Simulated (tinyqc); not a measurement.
# MOSFET with velocity saturation and source resistance, step by step

Computed by the program tinyqc: `OMP_NUM_THREADS=1 python tinyqc.py 2500030 2500031 out.jsonl`, one thread of a shared Intel Xeon 2.30GHz, about 0.01 s for the whole run. Printed values are rounded.

Strong inversion, charge Q = Cox (Vg - m V) at channel potential V with Vg the gate overdrive, and drift velocity v = mu E/(1 + mu E/vsat). Integrating along the channel gives I = mu Cox (1/L)(Vg Vd - m Vd^2/2)/(1 + Vd/Vc) per width, Vc = vsat L/mu, which peaks at Vdsat. Units: I in uA/um, Rs in ohm um, so the drop over Rs is 1e-6 I Rs volts.

Values chosen for this exercise: gate capacitance Cox = 1.68 uF/cm^2; mobility at low gate voltage mu0 = 310 cm^2/(V s); mobility degradation th = 0.1 1/V; saturation velocity vsat = 9.7e6 cm/s; body factor m = 1.24; threshold VT = 0.43 V; channel length L = 0.18 um; source resistance Rs = 50 ohm um; gate voltage Vgs = 2.5 V.

## Saturation without source resistance

Vg = Vgs - VT (0 if negative), mu = mu0/(1 + th Vg), Vc = vsat L/mu, x = sqrt(1 + 2 Vg/(m Vc)), Vdsat = 2 Vg/(m (1 + x)), Isat = Cox vsat Vg (x - 1)/(x + 1) per width. Long-channel limit: mu Cox Vg^2/(2 m L); short-channel limit: Cox vsat Vg.

Vg = 2.07 V
mu = 256.835 cm^2/(V s)
Vc = 0.679814 V
Vdsat = 0.973016 V
Isat = 1407.09 uA/um
long-channel limit = 4141.71 uA/um
short-channel limit = 3373.27 uA/um

Isat is 0.340 of the long-channel and 0.417 of the short-channel limit.

## Iteration 1: saturation current with source resistance

I at the start = 0 uA/um

Vg = Vgs - I Rs - VT (0 if negative), mu = mu0/(1 + th Vg), Vc = vsat L/mu, x = sqrt(1 + 2 Vg/(m Vc)), Vdsat = 2 Vg/(m (1 + x)), Isat = Cox vsat Vg (x - 1)/(x + 1) per width. I(new) = Isat.

Vg = 2.07 V
mu = 256.835 cm^2/(V s)
Vc = 0.679814 V
Vdsat = 0.973016 V
Isat = 1407.09 uA/um
I after iteration 1 = 1407.09 uA/um

## Iteration 2: saturation current with source resistance

As before.

Vg = 1.99965 V
mu = 258.341 cm^2/(V s)
Vc = 0.675851 V
Vdsat = 0.947895 V
Isat = 1343.21 uA/um
I after iteration 2 = 1343.21 uA/um

## Course of the iteration: saturation current with source resistance

Stop when I changes by less than 1e-6 uA/um, or after 80 iterations.

Course of the iteration:
```
iteration  I (uA/um)  |change| (uA/um)
1            1407.09              1410
2            1343.21              63.9
3            1346.10              2.89
4            1345.97             0.131
5            1345.97           5.92e-3
6            1345.97           2.68e-4
7            1345.97           1.21e-5
8            1345.97           5.48e-7
```

Converged in 8 iterations. At the end each change is about 0.045 times the one before, with alternating sign: linear convergence. The resistance lowers Isat by 4.34 %.
